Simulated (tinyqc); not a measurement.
Worked calculation: UHF in the sto-3g basis, for BeH, spin multiplicity 2. One step of it, computed by the program tinyqc.

Problem. Iteration 2: diagonalisation and new density. Diagonalise F' = X^T F X, C = X C', fill 3 alpha and 2 beta electrons from the bottom; D(s) = C_occ C_occ^T. Each column has its largest component positive (the first on a tie).

F(alpha) (hartree), lower triangle:
```
            1Be 1s     1Be 2s    1Be 2px   1Be 2py    1Be 2pz      2H 1s
1Be 1s   -4.095714
1Be 2s   -1.203684  -0.180939
1Be 2px   0.000000   0.000000   0.101707
1Be 2py   0.000000   0.000000  -0.022168  0.082050
1Be 2pz  -0.004736  -0.056083   0.000000  0.000000   0.413227
2H 1s    -0.022961  -0.064089   0.000000  0.000000  -0.077942  -0.287665
```

F(beta) (hartree), lower triangle:
```
            1Be 1s     1Be 2s   1Be 2px   1Be 2py    1Be 2pz      2H 1s
1Be 1s   -4.082301
1Be 2s   -1.180265  -0.087877
1Be 2px   0.000000   0.000000  0.252624
1Be 2py   0.000000   0.000000  0.172373  0.405473
1Be 2pz  -0.004737  -0.056085  0.000000  0.000000   0.437591
2H 1s    -0.022337  -0.060765  0.000000  0.000000  -0.076559  -0.287282
```

X:
```
                 1          2          3         4          5         6
1Be 1s   -0.674161   0.467646   0.000000  0.000000  -0.396547  0.492664
1Be 2s    0.791342  -0.275154   0.000000  0.000000  -0.245185  0.573407
1Be 2px   0.000000   0.000000  -0.582440  0.812874   0.000000  0.000000
1Be 2py   0.000000   0.000000   0.812874  0.582440   0.000000  0.000000
1Be 2pz   0.307390   0.714311   0.000000  0.000000   0.615803  0.226569
2H 1s    -0.505671  -0.619844   0.000000  0.000000   0.519316  0.378253
```

Give: F' = X^T F X; orbital energies; coefficients C; F' = X^T F X; orbital energies; coefficients C; D(alpha) after iteration 2; D(beta) after iteration 2.

Solution.

F' = X^T F X (alpha) (hartree), lower triangle:
```
        1       2       3      4       5       6
1  -0.690
2   0.698  -0.420
3   0.000   0.000   0.110
4   0.000   0.000  -0.016  0.074
5  -0.767   1.037   0.000  0.000  -0.815
6   1.349  -0.940   0.000  0.000   1.185  -1.819
```

orbital energies (alpha) (hartree): MO1 -4.101, MO2 -0.290, MO3 0.068, MO4 0.116, MO5 0.194, MO6 0.452

coefficients C (alpha):
```
            MO1     MO2    MO3     MO4     MO5     MO6
1Be 1s    0.990  -0.021  0.000   0.000  -0.301   0.038
1Be 2s    0.036   0.052  0.000   0.000   1.034  -0.130
1Be 2px   0.000   0.000  0.545   0.838   0.000   0.000
1Be 2py   0.000   0.000  0.838  -0.545   0.000   0.000
1Be 2pz   0.002   0.039  0.000   0.000   0.150   1.006
2H 1s    -0.004   0.984  0.000   0.000  -0.210  -0.198
```

F' = X^T F X (beta) (hartree), lower triangle:
```
        1       2      3      4       5       6
1  -0.651
2   0.691  -0.404
3   0.000   0.000  0.190
4   0.000   0.000  0.128  0.468
5  -0.779   1.051  0.000  0.000  -0.793
6   1.388  -0.946  0.000  0.000   1.166  -1.769
```

orbital energies (beta) (hartree): MO1 -4.086, MO2 -0.289, MO3 0.140, MO4 0.279, MO5 0.478, MO6 0.518

coefficients C (beta):
```
            MO1     MO2     MO3     MO4     MO5    MO6
1Be 1s    0.992  -0.017   0.000  -0.295   0.049  0.000
1Be 2s    0.030   0.039   0.000   1.029  -0.172  0.000
1Be 2px   0.000   0.000   0.838   0.000   0.000  0.545
1Be 2py   0.000   0.000  -0.545   0.000   0.000  0.838
1Be 2pz   0.002   0.035   0.000   0.191   0.999  0.000
2H 1s    -0.003   0.988   0.000  -0.205  -0.189  0.000
```

D(alpha) after iteration 2, lower triangle:
```
         1Be 1s  1Be 2s  1Be 2px  1Be 2py  1Be 2pz  2H 1s
1Be 1s    0.981
1Be 2s    0.034   0.004
1Be 2px   0.000   0.000    0.297
1Be 2py   0.000   0.000    0.457    0.703
1Be 2pz   0.001   0.002    0.000    0.000    0.002
2H 1s    -0.024   0.051    0.000    0.000    0.038  0.969
```

D(beta) after iteration 2, lower triangle:
```
         1Be 1s  1Be 2s  1Be 2px  1Be 2py  1Be 2pz  2H 1s
1Be 1s    0.984
1Be 2s    0.029   0.002
1Be 2px   0.000   0.000    0.000
1Be 2py   0.000   0.000    0.000    0.000
1Be 2pz   0.001   0.001    0.000    0.000    0.001
2H 1s    -0.020   0.038    0.000    0.000    0.035  0.975
```
